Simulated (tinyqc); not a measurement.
Gate voltage for a given inversion charge.

Question. p-type body, charge-sheet picture, depletion and inversion only, full ionisation (an idealisation for deep acceptors), Boltzmann statistics (rough once Na exp(x - xn) passes about Nc/7). In units of Vt: xg = (Vg - Vfb)/Vt, x = psi/Vt, G = gamma/sqrt(Vt), xn = (2 phiF + Vc)/Vt. The implicit equation is (xg - x)^2 = G^2 [x - 1 + exp(x - xn)] for x above about 3. Cox = eps0 eox/tox. ni = sqrt(Nc Nv) exp(-Eg/(2 Vt)), Eg in volts; phiF = Vt ln(Na/ni); gamma = sqrt(2 q eps0 eps_r Na)/Cox. N_inv = (Cox Vt G/q) [sqrt(x - 1 + exp(x - xn)) - sqrt(x - 1)]. Find x - xn, psi and Vg.

Inputs (values chosen for the exercise); band and dielectric values those of a made-up semiconductor: temperature T = 250 K; band gap Eg = 0.869 eV; relative permittivity eps_r = 11; conduction-band density of states at T Nc = 1.96e19 cm^-3; valence-band density of states at T Nv = 1.76e19 cm^-3; relative permittivity of the gate insulator (close to silicon dioxide) eox = 3.9; insulator thickness tox = 1.4 nm; acceptor density Na = 4e16 cm^-3; flat-band voltage Vfb = -0.37 V; channel-body voltage Vc = 0 V.

Constants: q = 1.602176634e-19 C, kB = 1.380649e-23 J/K, Vt = kB T/q, eps0 = 8.8541878128e-14 F/cm where lengths are in cm. Results are converted to the units shown.

N_inv = 2.5e11 cm^-2

Solution. N_inv rises steadily with x, so it fixes x; the implicit equation then gives xg directly.

x - xn = 3.495
psi = 0.6797 V
Vg = 0.3627 V

Numbers from tinyqc (`OMP_NUM_THREADS=1 python tinyqc.py 2122126 2122127 out.jsonl`; about 0.01 s on one thread of a shared Intel Xeon 2.30GHz).
